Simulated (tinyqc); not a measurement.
Static screening by free carriers: one step. Fermi and screening wave vectors. Three cases, with inputs chosen for the exercise.

Task: Also the effective Bohr radius aB = a0 eps/m and rs = (3/(4 pi n))^(1/3)/aB.

kF = (3 pi^2 n/Mv)^(1/3), EF = c kF^2/m with c = hbar^2/2m0, n in 1/angstrom^3 (1e-24 per 1/cm^3), e2 = e^2/(4 pi eps0). Thomas-Fermi: qTF^2 = 6 pi e2 n/(eps EF). Debye: qD^2 = 4 pi e2 n/(eps kB T).

Constants: hbar^2/2m0 = 3.80998211 eV angstrom^2; e^2/(4 pi eps0) = 14.39964547 eV angstrom; kB = 8.617333262e-05 eV/K; a0 (Bohr radius) = 0.5291772105 angstrom.

Case 1.

Values chosen (a free-electron density near that of Al; not measured data): n = 1.86e+23 1/cm^3 (carrier density); m = 1 m0 (mass of one isotropic valley); Mv = 1 (valleys); eps = 1 (background dielectric constant); T = 300 K.

Case 2.

Values chosen (near those of InAs; not measured data): n = 3.6e+15 1/cm^3 (carrier density); m = 0.0266 m0 (mass of one isotropic valley); Mv = 1 (valleys); eps = 15.5 (background dielectric constant); T = 200 K.

Case 3.

Values chosen (a free-electron density near that of Cu; not measured data): n = 8.31e+22 1/cm^3 (carrier density); m = 1 m0 (mass of one isotropic valley); Mv = 1 (valleys); eps = 1 (background dielectric constant); T = 300 K.

Give: kF; EF at 0 K; EF/kT; qTF; qD; aB; rs.

Result:

Case 1.

kF = 1.7659 1/angstrom
EF at 0 K = 1.188e+04 meV
EF/kT = 460
qTF = 2.0613 1/angstrom
qD = 36.082 1/angstrom
aB = 0.5292 angstrom
rs = 2.05

The gas is degenerate, so the Thomas-Fermi value applies. With rs above 1 exchange and correlation, left out here, are not small.

Case 2.

kF = 0.0047414 1/angstrom
EF at 0 K = 3.220 meV
EF/kT = 0.187
qTF = 0.0044247 1/angstrom
qD = 0.0015616 1/angstrom
aB = 308.4 angstrom
rs = 1.31

The gas is not degenerate, so the Debye value applies.

Case 3.

kF = 1.3500 1/angstrom
EF at 0 K = 6944 meV
EF/kT = 269
qTF = 1.8023 1/angstrom
qD = 24.118 1/angstrom
aB = 0.5292 angstrom
rs = 2.69

The gas is degenerate, so the Thomas-Fermi value applies. With rs above 1 exchange and correlation, left out here, are not small.

Computed by tinyqc, one run a case: `OMP_NUM_THREADS=1 python tinyqc.py N N+1 out.jsonl` with N = 1652614, 1680107, 1680245; one thread of a shared Intel(R) Xeon(R) Processor @ 2.30GHz, about 0.01 s a run at most.
